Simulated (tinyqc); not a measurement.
## Single-photon avalanche diode, trigger probability and counting: effect of the width of the multiplication layer

A multiplication layer of width W with the uniform field V/W; alpha = an exp(-bn/E) for electrons, beta = ap exp(-bp/E) for holes (local model, no dead space). a = alpha W, b = beta W. Electrons enter at x = 0, holes at x = W. P0 is the probability that an electron entering at 0 starts a lasting avalanche, PW the same for a hole entering at W.

Breakdown: ln(a/b) = a - b with a not equal to b. Above it PW/(1 - PW) = [P0/(1 - P0)] exp(b - a) and b ln(1 - P0) = a ln(1 - PW); the mean over pairs made evenly in the layer is Pm = ln[(1 - PW)/(1 - P0)]/(a - b). The excess bias is 10 % of VB in every row.

Parameters, values chosen for the exercise; ionisation coefficients close to those of silicon:
```
symbol,value,unit,meaning
an,7.06e5,1/cm,electron prefactor
bn,1.27,MV/cm,electron field
ap,1.54e6,1/cm,hole prefactor
bp,2.06,MV/cm,hole field
```

Result of one run:
```
W (um)  VB (V)  E at VB (MV/cm)  beta/alpha at VB      P0      PW
0.25     12.67           0.5067            0.4588  0.5619  0.3536
```

What becomes of these results when the width of the multiplication layer W is changed from 0.25 to 5 um, all else the same?

Result of the changed run:
```
W (um)  VB (V)  E at VB (MV/cm)  beta/alpha at VB      P0      PW
5        128.8           0.2575            0.1015  0.9320  0.3027
```

The whole series:
```
W (um)  VB (V)  E at VB (MV/cm)  beta/alpha at VB      P0      PW
0.15     9.044           0.6029            0.5884  0.4660  0.3402
0.25     12.67           0.5067            0.4588  0.5619  0.3536
0.41     17.97           0.4383            0.3597  0.6491  0.3584
0.67     25.87           0.3861            0.2819  0.7273  0.3567
1.1      37.87           0.3443            0.2199  0.7954  0.3494
1.8      55.90           0.3106            0.1714  0.8515  0.3376
3        84.50           0.2817            0.1320  0.8975  0.3216
5        128.8           0.2575            0.1015  0.9320  0.3027
```

As W grows, VB rises from 9.04 to 129 V, as W^(0.76) on average, the breakdown field falls from 0.603 to 0.258 MV/cm and beta/alpha falls from 0.588 to 0.101. At equal relative excess P0 rises from 0.466 to 0.932 and PW goes from 0.340 through a maximum of 0.358 (at W = 0.41 um among the rows listed) to 0.303. For W = 0.15, 0.25 dead space and band-to-band tunnelling, left out here, matter.

Numbers from tinyqc (`OMP_NUM_THREADS=1 python tinyqc.py 2630031 2630032 out.jsonl`; about 0.01 s on one thread of a shared Intel Xeon 2.30GHz).
